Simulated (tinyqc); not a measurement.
# From one set of inputs to another, one input at a time

Model: Heisenberg spin cluster by exact diagonalisation: multiplets, susceptibility, level crossings. Computed by tinyqc, a small Python program. Command: `OMP_NUM_THREADS=1 python tinyqc.py 3005243 3005244 out.jsonl spincl ladder`. One thread of a shared host (Intel(R) Xeon(R) Processor @ 2.30GHz), about 0.01 s of CPU time with the checks.

H = J1 sum S_i.S_j over the bonds 1-2, 2-3 + J2 sum over 1-3 - g mu_B B S_z; J > 0 is antiferromagnetic.

The inputs printed are set A. Inputs not listed in the table keep their values of set A, so the rows need not describe a real material.

Inputs (values chosen for the exercise, for a model cluster): exchange J1 = -0.429 meV; exchange J2 = 0.03 meV; g factor = 2.01; temperature T = 2.1 K.

Cluster: triangle, two J1 bonds and one J2 bond. Spin s of each site: 0.5.

Constants: k_B = 8.617333262e-05 eV/K.

Method. Every multiplet has one member in the block S_z = 0.5; diagonalise it and read the total spin from <S^2> = S (S + 1). Z = sum k (2S + 1) exp(-E/(k_B T)) over the table, k the number of multiplets; <S^2> likewise with the factor S (S + 1); chi T = N_A g^2 mu_B^2 <S^2>/(3 k_B) = 0.125049 g^2 <S^2> cm^3 K/mol (cgs, per mole of clusters); C = (<E^2> - <E>^2)/(k_B T)^2; entropy = ln Z + <E>/(k_B T).

Each row keeps all changes above it:
```
input moved          from    to  chi T (cm^3 K/mol)  heat capacity (k_B)  gap to the next level (meV)
set A                   -     -               1.648            2.695e-01                       0.1845
g factor             2.01  2.17               1.920            2.695e-01                       0.1845
exchange J1 (meV)  -0.429  9.68               0.442            1.972e-20                       9.6500
exchange J2 (meV)    0.03   4.1               0.442            3.861e-11                       5.5800
temperature T (K)     2.1    39               0.480            7.134e-01                       5.5800
```

Which inputs carry the difference?

chi T goes from 1.65 to 0.480, a factor 0.291 in all. The largest single move comes from exchange J1 (a factor 0.230), and g factor works against it (a factor 1.17). Heat capacity goes from 0.269 to 0.713, a factor 2.65 in all. The largest single move comes from exchange J1 (a factor 7.32e-20), but it runs against the net change; the largest move in the direction of the net change is temperature T (a factor 1.85e10). gap to the next level goes from 0.184 to 5.58, a factor 30.2 in all. The largest single move comes from exchange J1 (a factor 52.3), and exchange J2 works against it (a factor 0.578). The single moves hold for this order of the switches; the total does not depend on the order.

Extremes, crossings and ranges named in words are read from the listed rows.
